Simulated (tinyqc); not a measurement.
# Worked calculation: bandgap voltage reference from two bipolar transistors

Numbers from tinyqc (`OMP_NUM_THREADS=1 python tinyqc.py 2062086 2062087 out.jsonl`; about 0.02 s on one thread of a shared Intel Xeon 2.30GHz). Printed values are rounded.

Two transistors of area 1 and N carry the same current I. Is(T) = Is (T/T0)^eta exp[(Vg0 q/kB)(1/T0 - 1/T)], VBE1 = Vt ln(I/Is(T)) + I rb, VBE2 = Vt ln(I/(N Is(T))) + I rb/N. The amplifier forces I R1(T) = VBE1 - VBE2 + Vos, with R(T) = R (1 + tc (T - T0)) for both resistors, and the output is Vref = VBE1 + I R2(T). Base currents and the Early effect are neglected.

Parameters, values chosen for the exercise; values of the order met in silicon bipolar transistors:
- T0 = 323 K (reference temperature)
- Vg0 = 1.167 V (band-gap voltage extrapolated to 0 K)
- eta = 3.7 (temperature exponent of the saturation current)
- Is = 1.1e-18 A (saturation current of the unit transistor at T0)
- N = 15 (area ratio of the second transistor)
- R1 = 3 kohm (resistor across which the difference of VBE falls, at T0)
- tc = 0 ppm/K (temperature coefficient of both resistors)
- Vos = 0.2 mV (offset of the amplifier)
- rb = 24 ohm (series resistance of the unit transistor)
- R2 = 14.45 kohm (output resistor at T0)
- T = 398 K (temperature)

Constants: q = 1.602176634e-19 C, kB = 1.380649e-23 J/K. Results are converted to the units shown.

## Operating point at the reference temperature

Vt = kB T/q; I = (Vt ln N + Vos)/(R1(T) - rb (1 - 1/N)). Evaluate at T = T0.

Vt = 0.0278340 V
I = 25.3815 uA
Is(T) = 1.1e-18 A
VBE1 = 0.857053 V
I R2 = 0.366762 V
Vref = 1.22382 V

## Operating point at another temperature

Vt = kB T/q; I = (Vt ln N + Vos)/(R1(T) - rb (1 - 1/N)).

Vt = 0.0342970 V
I = 31.2594 uA
Is(T) = 6.42991e-15 A
VBE1 = 0.765732 V
I R2 = 0.451698 V
Vref = 1.21743 V

From T0 to T, VBE1 changes by -91.3 mV and I R2 by 84.9 mV, which leaves -6.39 mV in Vref.

## Resistor for zero slope at T0, ideal case

With tc = 0, Vos = 0 and rb = 0 the current is proportional to T, dVBE/dT = (VBE - Vg0 - (eta - 1) Vt)/T, and Vref has zero slope at T0 when Vref = Vg0 + (eta - 1) Vt0. Find VBE1, its slope, that Vref, R2/R1 and the curvature d2Vref/dT2 = -(eta - 1) kB/(q T0).

VBE1 = 0.856162 V
dVBE/dT = -1.19502 mV/K
Vref = 1.24215 V
R2/R1 = 5.12087
curvature = -0.720334 uV/K^2
